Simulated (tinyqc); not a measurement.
Space-charge-limited current through a thin insulating or semi-insulating film with traps: one step, computed by the program tinyqc.

One ohmic injecting contact at x = 0 (field zero), drift only, non-degenerate free carriers.

Problem. One point of the curve. Free density n_0 = N_c exp(-E_0/k_B T) in equilibrium; trapped density n_t(n) = N_t/(1 + n_1/n), n_1 = N_c exp(-E_t/k_B T). J = e mu n F and (eps eps_0/e) dF/dx = n - n_0 + n_t(n) - n_t(n_0) = rho(n). With F = J/(e mu n): d = (eps eps_0 J/(e^2 mu)) I_1 and V = (eps eps_0 J^2/(e^3 mu^2)) I_2, I_k = int_(n_L)^infinity dn/(n^(k+1) rho(n)), n_L the density at the anode; with u = n_L/n, 200 Gauss-Legendre points in t, u = 1 - (1 - t)^2. Anode field J/(e mu n_L); Mott-Gurney current (9/8) eps eps_0 mu V^2/d^3; ohmic current e n_0 mu V/d.

Inputs (values chosen for the exercise, modelled on Si3N4):
```
quantity                                            value        unit
permittivity eps                                      7.5           -
band mobility mu                                     0.11  cm^2/(V s)
effective density of states N_c                   9.1e+19      1/cm^3
trap density N_t                                  7.6e+14      1/cm^3
equilibrium Fermi level below the band edge, E_0     0.86          eV
thickness d                                          1100          nm
free density at the anode, in units of N_c        0.00012           -
temperature T                                         300           K
trap level E_t below the band edge                    0.4          eV
```

Traps: single level.

Constants: k_B = 8.617333262e-05 eV/K; eps_0 = 8.8541878128e-12 F/m; e = 1.602176634e-19 C.

Give: I_1; I_2; current density J; voltage V; anode field over mean field V/d; trap-free Mott-Gurney current; ohmic current.

Solution.

I_1 = 4.008e-33 cm^6

I_2 = 2.433e-49 cm^9

current density J = 116.7 A/cm^2

voltage V = 44.22 V

anode field over mean field V/d = 1.508

trap-free Mott-Gurney current = 120.7 A/cm^2

ohmic current = 2.301e-09 A/cm^2
